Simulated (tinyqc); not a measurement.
X-ray reflectivity of a thin film on silicon: critical angles, Parratt recursion, fringes and roughness: one step, computed by the program tinyqc. Command: `OMP_NUM_THREADS=1 python tinyqc.py 3120182 3120183 out.jsonl xrr walk`. One thread of a shared host (Intel(R) Xeon(R) Processor @ 2.30GHz), about 0.01 s of CPU time with the checks.

n = 1 - delta + i beta; the classical electron radius is r_e = 2.8179403e-6 nm. Layer 0 is vacuum, 1 the film, 2 the substrate.

Task: Fringe period, contrast and decay. Far above the critical angle the period is d theta = lambda/(2 d), or 2 pi/d in q; the envelope runs between (|r_01| - |r_12 p|)^2 and (|r_01| + |r_12 p|)^2; contrast = 2 a b/(a^2 + b^2) with a = |r_01|, b = |r_12 p|; roughness factors on the amplitudes are about exp(-q^2 sigma^2/2).

Inputs (values chosen for the exercise, modelled on HfO2 on silicon, copper K-alpha radiation):
```
quantity,value,unit
wavelength lambda,0.15406,nm
film thickness d,7.28,nm
roughness of the surface sigma_1,0.74,nm
roughness of the interface sigma_2,0.1,nm
```

1000 r_01 = 0.4221830-0.0328544i

1000 r_12 = -5.558221+0.524319i

p = 0.1820125-0.9544197i

q = 4 pi sin(theta)/lambda = 3.316145 1/nm

Give: period in theta; period in q; contrast; roughness factor, surface; roughness factor, interface.

Result:

period in theta = 0.6062 degrees

period in q = 0.8631 1/nm

contrast = 0.1552

roughness factor, surface = 0.04925

roughness factor, interface = 0.9465
